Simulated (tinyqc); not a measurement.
Off-state leakage of single and stacked transistors: one step of the calculation.

n-channel devices of unit width. Subthreshold current I(Vg, Vs, Vd) = I0 (T/300 K)^0.5 exp[(Vg - Vs - VT(T) - gb (Vs - Vb) + dd (Vd - Vs))/(nf Vt)] (1 - exp(-(Vd - Vs)/Vt)), VT(T) = VT - cT (T - 300 K). Gate-edge tunnelling Ig (Vd/1 V) exp(ag (Vd - 1 V)), for a gate at 0 V, and band-to-band leakage Ab u exp(-Bb/u), u = Vd - Vb + 1 V, flow at a drain held at V; both are taken as independent of T. In a stack of off transistors (all gates at 0 V) the same subthreshold current passes through each.

Problem. Leakage of one transistor. Vg = Vs = 0, Vd = V; effective threshold VT(T) - gb Vb - dd V.

Parameters, values chosen for the exercise; values of the order met in bulk silicon logic transistors: temperature T = 330 K; supply voltage V = 1.1 V; threshold at 300 K, zero drain and body bias VT = 0.27 V; fall of the threshold with temperature cT = 0.6 mV/K; current at threshold at 300 K I0 = 0.83 uA/um; slope factor nf = 1.3; drain-induced lowering per volt dd = 0.16; rise of the threshold per volt of source-body bias gb = 0.15; gate-edge tunnelling current at 1 V Ig = 6e-5 uA/um; exponential slope of the gate current ag = 4.5 1/V; prefactor of band-to-band leakage at the drain Ab = 80 uA/(um V); its exponential voltage Bb = 27 V; body voltage Vb = -0.3 V.

Constants: q = 1.602176634e-19 C, kB = 1.380649e-23 J/K, Vt = kB T/q. Results are converted to the units shown.

Find: effective threshold; parts; total; shares.

Solution.

effective threshold = 0.1210 V
parts (nA/um): subthreshold 32.98, gate edge 0.1035, band-to-band 2.497
total = 35.58 nA/um
shares (%): subthreshold 92.69, gate edge 0.2909, band-to-band 7.018

The subthreshold part is the largest.

Numbers from tinyqc (`OMP_NUM_THREADS=1 python tinyqc.py 2242097 2242098 out.jsonl`; about 0.03 s on one thread of a shared Intel Xeon 2.30GHz).
